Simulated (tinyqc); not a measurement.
Changing the roughness sigma: sputter depth profiling of a dopant layer: erosion rate, quantification and the mixing-roughness response. Computed by tinyqc, a small Python program. Command: `OMP_NUM_THREADS=1 python tinyqc.py 3007187 3007188 out.jsonl sims sweep`. One thread of a shared host (Intel(R) Xeon(R) Processor @ 2.30GHz), about 0.3 s of CPU time with the checks.

A rastered ion beam erodes silicon (49.94 atoms per nm^3). The measured profile is the true one convolved with a depth response.

Inputs (values chosen for the exercise, modelled on a dopant in silicon under an oxygen or caesium beam):

| quantity | value | unit |
|---|---|---|
| beam energy E | 1.8 | keV |
| beam current | 410 | nA |
| raster side | 500 | um |
| sputter yield at 1 keV | 0.72 | - |
| mixing length at 1 keV | 2.1 | nm |
| depth of the top edge z0 | 37 | nm |
| box width b | 5.6 | nm |
| box concentration C | 6.3e+18 | 1/cm^3 |
| relative sensitivity factor RSF | 5.2e+20 | 1/cm^3 |
| matrix count rate | 690000 | 1/s |
| background count rate | 9.4 | 1/s |
| counting time per point | 1 | s |
| level that defines the junction C_B | 7e+16 | 1/cm^3 |

True profile: box.

Constants: e = 1.602176634e-19 C.

Method:
- Scaling chosen for the exercise: yield Y = Y1 E^0.5, mixing length w = w1 E^0.5 (E in keV).
- Erosion rate = Y I/(e x raster^2 x density); depth step = rate x counting time; concentration = RSF x counts/matrix counts; detection limit = RSF x 3 sqrt(background x time)/(matrix rate x time).
- Mixing alone turns a layer at z0 into (1/w) exp(-(z - z0 + w)/w) for z > z0 - w; roughness adds a Gaussian of width sigma. With x = z - z0 + w: g(x) = (1/(2w)) exp(sigma^2/(2 w^2) - x/w) erfc((sigma/w - x/sigma)/sqrt2), and its integral G(x) = (1/2) erfc(-x/(sigma sqrt2)) - w g(x). Measured: C [G(x) - G(x - b)].
- Find the maximum, the full width at half maximum and the deep point where the profile falls to C_B; far down, the trailing edge decays by w ln(10) per decade.
- Convolution adds means and variances: the response has mean 0 (shift -w plus exponential mean w) and variance w^2 + sigma^2; a box adds the mean b/2 and the variance b^2/12.

One run for each value:

| roughness sigma (nm) | full width at half maximum (nm) | peak concentration (1/cm^3) | maximum minus centroid (nm) | apparent junction depth (nm) |
|---|---|---|---|---|
| 0.15 | 6.03 | 5.361e+18 | -0.1735 | 52.05 |
| 0.24 | 6.07 | 5.314e+18 | -0.2595 | 52.06 |
| 0.38 | 6.15 | 5.237e+18 | -0.3818 | 52.07 |
| 0.61 | 6.27 | 5.102e+18 | -0.5526 | 52.11 |
| 0.98 | 6.54 | 4.865e+18 | -0.7485 | 52.22 |
| 1.60 | 7.21 | 4.415e+18 | -0.8671 | 52.50 |
| 2.50 | 8.62 | 3.735e+18 | -0.7760 | 53.15 |
| 4.00 | 11.50 | 2.838e+18 | -0.5525 | 54.87 |

What does the table show, and why?

Over the rows, full width at half maximum (nm) rises from 6.03 to 11.5 (exponent d ln y / d ln x 0.015 between the first rows and 0.61 between the last); peak concentration (1/cm^3) falls from 5.36e18 to 2.84e18 (exponent d ln y / d ln x -0.019 between the first rows and -0.58 between the last); maximum minus centroid (nm) goes from -0.174 through a minimum among these rows, -0.867 at 1.60, to -0.552. Roughness broadens both edges and makes the response more symmetric; far down the tail the slope stays w ln(10).

Extremes, crossings and ranges named in words are read from the listed rows.
